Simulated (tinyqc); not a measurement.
# Input admittance of a MOSFET at zero drain bias: distributed channel and distributed gate: what changes with what

Source and drain grounded, strong inversion, w = 2 pi f, Cox = eps0 eox/tox. The channel is an RC line of resistance 1/(mu Cox Vo) per square fed from both ends, so one finger has the intrinsic admittance y = i w Cox L tanh(g)/g per width, g = (1/2) sqrt(i w tau), tau = L^2/(mu Vo). The vertical resistance rv/L is in series with y, the overlaps 2 i w Cov in parallel: y_t = 1/(1/y + rv/L) + 2 i w Cov. The gate strip is a line of Rsh/L per length loaded by y_t, so a finger has Y = y_t Wf tanh(k)/k, k = (Wf/sd) sqrt(y_t Rsh/L); the device has Nf Y.

Parameters, values chosen for the exercise; values of the order met in silicon radio-frequency transistors:

| symbol | value | unit | meaning |
|---|---|---|---|
| eox | 25.5 |  | relative permittivity of the gate insulator (close to zirconium oxide) |
| tox | 8.4 | nm | insulator thickness |
| L | 0.51 | um | channel length |
| Wf | 10 | um | finger width |
| Nf | 1 |  | number of fingers |
| mu | 320 | cm^2/(V s) | channel mobility |
| Vo | 0.72 | V | gate overdrive |
| Rsh | 14 | ohm/square | sheet resistance of the gate |
| rv | 0 | ohm um^2 | vertical resistivity of the gate stack |
| sd | 2 |  | number of ends at which a finger is contacted |
| Cov | 0.39 | fF/um | overlap and fringe capacitance on each side |
| f | 32 | GHz | frequency |

Constants: eps0 = 8.8541878128e-14 F/cm where lengths are in cm. Results are converted to the units shown.

Each table varies one quantity; the others keep the values above.

## Input impedance against frequency

Low-frequency limits, with c = Cox L and ct = c + 2 Cov: R_strip = Rsh Wf/(3 sd^2 L Nf), R_ch = (c/ct)^2 L/(12 mu Cox Vo Wf Nf), R_vert = (c/ct)^2 rv/(L Wf Nf), C = ct Wf Nf. Z = 1/(Nf Y) = R + 1/(i w C), Q = |Im Z|/R, far-point signal |1/cosh k|.

The same in every row: low-frequency R (ohm) = 29.02.

Results:
```
f (GHz)	w tau	|k|	R (ohm)	C (fF)	Q	signal at the far point
0.3	0.02128	0.1369	29.02	144.9	126.2	1.000
0.8	0.05675	0.2236	29.02	144.9	47.32	0.9997
2	0.1419	0.3535	29.02	144.8	18.94	0.9980
4	0.2837	0.4998	29.00	144.7	9.484	0.9921
10	0.7093	0.7895	28.91	143.5	3.836	0.9534
50	3.547	1.718	26.99	122.6	0.9619	0.5267
100	7.093	2.272	24.49	98.97	0.6566	0.2934
300	21.28	3.005	20.59	55.73	0.4624	0.1303
```

Estimate the missing row, f = 20 GHz.

Computed row:
```
f (GHz)	w tau	|k|	R (ohm)	C (fF)	Q	signal at the far point
20	1.419	1.112	28.60	139.8	1.990	0.8441
```

With this row back in the table: R falls from 29.0 to 20.6 ohm and C falls from 145 to 55.7 fF. Q goes as f^(-1.00) between the first two rows and f^(-0.32) between the last two, where w tau = 21.3 and |k| = 3.01. The low-frequency limits hold both R and C within 5 % up to f = 20 GHz among the rows.

## Dividing a fixed width into fingers

Total width Wf Nf = 10 um; each finger also has a contact resistance Rc at each contacted end, which adds Rc/(sd Nf). The resistances are low-frequency limits, good while |k| is below about 1; the far-point signal is |1/cosh k| at f, without Rc.

The same in every row: R_ch + R_vert (ohm) = 6.144.

Dividing a fixed width into fingers:
```
Nf	Wf (um)	R_strip (ohm)	Rc/(sd Nf) for Rc = 30 ohm (ohm)	sum (ohm)	signal at the far point
1	10.00	22.88	15.00	44.02	0.6993
2	5.000	5.719	7.500	19.36	0.9421
4	2.500	1.430	3.750	11.32	0.9883
8	1.250	0.3574	1.875	8.376	0.9973
16	0.6250	0.08936	0.9375	7.171	0.9993
32	0.3125	0.02234	0.4688	6.635	0.9998
64	0.1562	0.005585	0.2344	6.384	1.000
128	0.07812	0.001396	0.1172	6.262	1.000
```

Read the table: what changes, and by how much?

R_strip falls as 1/Nf^2, from 22.9 to 0.00140 ohm, the contact term as 1/Nf, and R_ch + R_vert stays at 6.14 ohm since the total width is fixed. The sum is within a factor 1.5 of that floor from Nf = 8 on. More fingers add wiring capacitance, which is left out.

Computed by the program tinyqc: `OMP_NUM_THREADS=1 python tinyqc.py 2262061 2262062 out.jsonl`, one thread of a shared Intel Xeon 2.30GHz, about 0.01 s for the whole run.
